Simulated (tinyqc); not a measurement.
Shallow acceptor in the spherical model (Baldereschi-Lipari), strong spin-orbit limit: one step, computed by the program tinyqc. Command: `OMP_NUM_THREADS=1 python tinyqc.py 3015963 3015964 out.jsonl acceptor walk`. One thread of a shared host (Intel(R) Xeon(R) Processor @ 2.30GHz), about 0.01 s of CPU time with the checks.

The 1S(3/2) state has an s envelope f(r) and a d envelope g(r). In effective units they obey -(f'' + 2f'/r + 2f/r) + mu (g'' + 5g'/r + 3g/r^2) = E f and -(g'' + 2g'/r - 6g/r^2 + 2g/r) + mu (f'' - f'/r) = E g. The cubic term, the split-off band and the central cell are left out.

Task: Effective units and couplings. Ry* = Ry/(gamma_1 eps^2), a* = a_0 eps gamma_1, mu = (6 gamma_3 + 4 gamma_2)/(5 gamma_1), delta = (gamma_3 - gamma_2)/gamma_1; spherical masses 1/(gamma_1 (1 - mu)) (heavy) and 1/(gamma_1 (1 + mu)) (light).

Inputs (values chosen for the exercise, modelled on GaSb):
```
quantity                 value  unit
Luttinger gamma_1         13.5     -
Luttinger gamma_2         4.58     -
Luttinger gamma_3         5.94     -
dielectric constant eps   15.9     -
```

Constants: Ry = 13.605693123 eV; a_0 = 0.529177210903 angstrom.

Give: Ry*; a*; mu; delta; heavy-hole mass; light-hole mass.

Result:

Ry* = 3.987 meV

a* = 113.6 angstrom

mu = 0.7994

delta = 0.1007

heavy-hole mass = 0.3693 m_0

light-hole mass = 0.04117 m_0
